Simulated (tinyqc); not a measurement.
Off-state leakage of single and stacked transistors: two steps of the calculation.

n-channel devices of unit width. Subthreshold current I(Vg, Vs, Vd) = I0 (T/300 K)^0.5 exp[(Vg - Vs - VT(T) - gb (Vs - Vb) + dd (Vd - Vs))/(nf Vt)] (1 - exp(-(Vd - Vs)/Vt)), VT(T) = VT - cT (T - 300 K). Gate-edge tunnelling Ig (Vd/1 V) exp(ag (Vd - 1 V)), for a gate at 0 V, and band-to-band leakage Ab u exp(-Bb/u), u = Vd - Vb + 1 V, flow at a drain held at V; both are taken as independent of T. In a stack of off transistors (all gates at 0 V) the same subthreshold current passes through each.

Values chosen for this exercise; values of the order met in bulk silicon logic transistors:

| symbol | value | unit | meaning |
|---|---|---|---|
| T | 378 | K | temperature |
| V | 0.8 | V | supply voltage |
| VT | 0.37 | V | threshold at 300 K, zero drain and body bias |
| cT | 0.7 | mV/K | fall of the threshold with temperature |
| I0 | 0.14 | uA/um | current at threshold at 300 K |
| nf | 1.47 |  | slope factor |
| dd | 0.07 |  | drain-induced lowering per volt |
| gb | 0.16 |  | rise of the threshold per volt of source-body bias |
| Ig | 0.0003 | uA/um | gate-edge tunnelling current at 1 V |
| ag | 4.1 | 1/V | exponential slope of the gate current |
| Ab | 100 | uA/(um V) | prefactor of band-to-band leakage at the drain |
| Bb | 30 | V | its exponential voltage |
| Vb | 0 | V | body voltage |

Constants: q = 1.602176634e-19 C, kB = 1.380649e-23 J/K, Vt = kB T/q. Results are converted to the units shown.

Problem 1. Leakage of one transistor. Vg = Vs = 0, Vd = V; effective threshold VT(T) - gb Vb - dd V.

Wanted: effective threshold; parts; total; shares.

Solution 1.

effective threshold = 0.25940 V
parts (nA/um): subthreshold 0.69756, gate edge 0.10570, band-to-band 0.010400
total = 0.81366 nA/um
shares (%): subthreshold 85.731, gate edge 12.991, band-to-band 1.2782

The subthreshold part is the largest.

Problem 2. New Vx. Stack of two, Vx the node between them: I_low = I(0, 0, Vx), I_up = I(0, Vx, V), f = ln(I_up/I_low), f' = -(1 + gb + 2 dd)/(nf Vt) - 1/(Vt (exp(Vx/Vt) - 1)) - 1/(Vt (exp((V - Vx)/Vt) - 1)), Vx(new) = Vx - f/f'.

Vx at the start = 0.043 V

Wanted: I_low; I_up; f; f'; Vx after iteration 1.

Solution 2.

I_low = 0.1690 nA/um
I_up = 0.2311 nA/um
f = 0.3128
f' = -38.34 1/V
Vx after iteration 1 = 0.05116 V

Program tinyqc, `OMP_NUM_THREADS=1 python tinyqc.py 2242273 2242274 out.jsonl`; Intel Xeon 2.30GHz, shared host, one thread, about 0.03 s.
